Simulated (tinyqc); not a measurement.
Energy against buckling: buckled dimers of a reconstructed (001) surface, two dangling bonds a dimer.

In a dimer one atom moves up by z and the other down by z; the dangling bond of the up atom (more s-like) falls by gm z and that of the down atom rises by gm z. With all dimers tilted alike: H(k) = [[-gm z - 2 ta cos k, -tp - 2 tx cos k], [., gm z - 2 ta cos k]], k along the row in 1/a. Two electrons a dimer fill the lowest N of the 2N levels on the mesh k_j = (j + 1/2) pi/N. Total energy a dimer: W(z) = (2/N) sum of the filled levels + kf z^2. Repulsion between electrons is left out.

Parameters, chosen for this exercise (of the size met on diamond (001); shifted at random, so the results belong to these values and not to a real crystal): tp = 1.04 eV (pi coupling inside a dimer); ta = 0.21 eV (coupling between like atoms along the row); tx = 0.05 eV (diagonal coupling along the row); gm = 1.9 eV/angstrom (shift of a dangling bond with height); kf = 4.8 eV/angstrom^2 (force constant of buckling); N = 12 (k points).

W relative to z = 0; gap as lowest upper less highest lower level on 201 points from 0 to pi.

Per dimer (eV):
```
z (angstrom)  band energy  elastic       W     gap
0.00               0.0000   0.0000  0.0000  1.2400
0.05              -0.0087   0.0120  0.0033  1.2487
0.10              -0.0346   0.0480  0.0134  1.2747
0.15              -0.0770   0.1080  0.0310  1.3173
0.20              -0.1350   0.1920  0.0570  1.3756
0.30              -0.2929   0.4320  0.1391  1.5339
0.40              -0.4976   0.7680  0.2704  1.7389
0.50              -0.7388   1.2000  0.4612  1.9804
0.60              -1.0080   1.7280  0.7200  2.2498
```

What does the comparison show, and why?

No row lies below the flat dimer. The band energy falls as z^2 at first and linearly, as -2 gm z, once gm z is far above tp, so the elastic term always wins at large z. The gap is open at all z.

tinyqc: `OMP_NUM_THREADS=1 python tinyqc.py 1482032 1482033 out.jsonl`; about 0.03 s, one thread, shared Intel(R) Xeon(R) Processor @ 2.30GHz.
